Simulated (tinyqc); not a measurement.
Worked calculation: UHF in the sto-3g basis, for H3, spin multiplicity 2. One step of it, computed by the program tinyqc.

Question. Iteration 2: diagonalisation and new density. Diagonalise F' = X^T F X, C = X C', fill 2 alpha and 1 beta electrons from the bottom; D(s) = C_occ C_occ^T; the new density keeps 0.5 of the old one (damping). Each column has its largest component positive (the first on a tie).

F(alpha) (hartree), lower triangle:
```
           1H 1s      2H 1s      3H 1s
1H 1s  -0.285207
2H 1s  -0.421703  -0.390251
3H 1s  -0.417392  -0.079330  -0.393690
```

F(beta) (hartree), lower triangle:
```
           1H 1s      2H 1s     3H 1s
1H 1s  -0.294970
2H 1s  -0.360565   0.009625
3H 1s  -0.354450  -0.165903  0.018758
```

X, lower triangle:
```
           1H 1s     2H 1s     3H 1s
1H 1s   1.178477
2H 1s  -0.266568  1.087027
3H 1s  -0.263211  0.040269  1.084894
```

D(alpha) after iteration 1, lower triangle:
```
          1H 1s      2H 1s     3H 1s
1H 1s  0.316331
2H 1s  0.212333   0.688636
3H 1s  0.207782  -0.399504  0.699179
```

D(beta) after iteration 1, lower triangle:
```
          1H 1s     2H 1s     3H 1s
1H 1s  0.397084
2H 1s  0.211881  0.113119
3H 1s  0.206922  0.110480  0.107903
```

overlap S, lower triangle:
```
          1H 1s     2H 1s     3H 1s
1H 1s  1.000000
2H 1s  0.435762  1.000000
3H 1s  0.430959  0.085468  1.000000
```

Give: F' = X^T F X; orbital energies; coefficients C; F' = X^T F X; orbital energies; coefficients C; D(alpha) after iteration 2; D(beta) after iteration 2.

Answer.

F' = X^T F X (alpha) (hartree), lower triangle:
```
        1       2       3
1   0.062
2  -0.389  -0.236
3  -0.383   0.102  -0.243
```

orbital energies (alpha) (hartree): MO1 -0.593, MO2 -0.342, MO3 0.517

coefficients C (alpha):
```
         MO1     MO2     MO3
1H 1s  0.467  -0.006   1.145
2H 1s  0.440  -0.736  -0.720
3H 1s  0.444   0.742  -0.707
```

F' = X^T F X (beta) (hartree), lower triangle:
```
        1       2      3
1   0.015
2  -0.390   0.192
3  -0.384  -0.002  0.197
```

orbital energies (beta) (hartree): MO1 -0.451, MO2 0.197, MO3 0.659

coefficients C (beta):
```
         MO1     MO2     MO3
1H 1s  0.655   0.005   1.049
2H 1s  0.319  -0.736  -0.781
3H 1s  0.310   0.742  -0.775
```

D(alpha) after iteration 2, lower triangle:
```
       1H 1s   2H 1s  3H 1s
1H 1s  0.267
2H 1s  0.211   0.712
3H 1s  0.205  -0.376  0.724
```

D(beta) after iteration 2, lower triangle:
```
       1H 1s  2H 1s  3H 1s
1H 1s  0.413
2H 1s  0.210  0.107
3H 1s  0.205  0.105  0.102
```
